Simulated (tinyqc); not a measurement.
Joule-heated wire on a substrate, fin equation: one step of the calculation.

A wire of length L loses heat along itself to two contacts and sideways to the substrate: kap A theta'' - g theta + p = 0 with theta = T - T0 and p = p0. The ends are held at T0. Constant conductivity, diffusive heat flow.

Question. Closed form at the middle. theta(L/2) = (p0/g)[1 - 1/(cosh(L/(2 LH)) + Rc g LH sinh(L/(2 LH)))], LH = sqrt(kap A/g).

Values chosen for this exercise: conductivity along the wire kap = 15 W/(m K); cross-section A = 57 nm^2; conductance per length to the substrate g = 0.44 W/(m K); length between the contacts L = 110 nm; thermal resistance of each contact Rc = 0 K/uW; heating per length p0 = 0.058 uW/nm.

Wanted: theta(L/2).

Answer.

theta(L/2) = 61.878 K

Program tinyqc, `OMP_NUM_THREADS=1 python tinyqc.py 2520003 2520004 out.jsonl`; Intel Xeon 2.30GHz, shared host, one thread, about 0.01 s.
